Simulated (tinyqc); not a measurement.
Koster-Slater impurity in an sp3s* host: one step. A first estimate from the table. Two cases, with inputs chosen for the exercise.

Problem. A defect that shifts the s level of its cation site by V has a level where the host Green function G_s(E) equals 1/V; E is counted from the top of the valence band. Find it by linear interpolation between the two rows that bracket it.

Give: 1/V; estimated level.

Case 1.

Values chosen (out of a larger set: near a published set for GaP; not measured data): V = -8.2 eV (shift of the s level).

G(E) (1/eV):
```
E (eV)           G_s         G_p
0.000000  -0.0732506   0.0110520
0.289422  -0.0923193  -0.0320150
0.578845  -0.1144855  -0.0623034
0.868267  -0.1415323  -0.0911552
1.157689  -0.1762667  -0.1228724
1.447111  -0.2238177  -0.1627383
1.736534  -0.2952500  -0.2222121
2.025956  -0.4222646  -0.3426828
2.315378  -0.8468591  -1.3070844
```

Solution.

1/V = -0.12195 1/eV
estimated level = 0.659 eV

Case 2.

Values chosen (out of a larger set: near a published set for SiC; not measured data): V = -24.7 eV (shift of the s level).

G(E) (1/eV):
```
E (eV)           G_s         G_p
0.000000  -0.0034338   0.0881236
0.288517  -0.0083974   0.0442857
0.577034  -0.0135166   0.0170098
0.865551  -0.0189096  -0.0056946
1.154069  -0.0247017  -0.0275065
1.442586  -0.0310500  -0.0513931
1.731103  -0.0381846  -0.0822753
2.019620  -0.0465372  -0.1354609
2.308137  -0.0579604  -0.3748677
```

Solution.

1/V = -0.04049 1/eV
estimated level = 1.811 eV

Computed by tinyqc, one run a case: `OMP_NUM_THREADS=1 python tinyqc.py N N+1 out.jsonl` with N = 1480870, 1480907; one thread of a shared Intel(R) Xeon(R) Processor @ 2.30GHz, about 0.08 s a run at most.
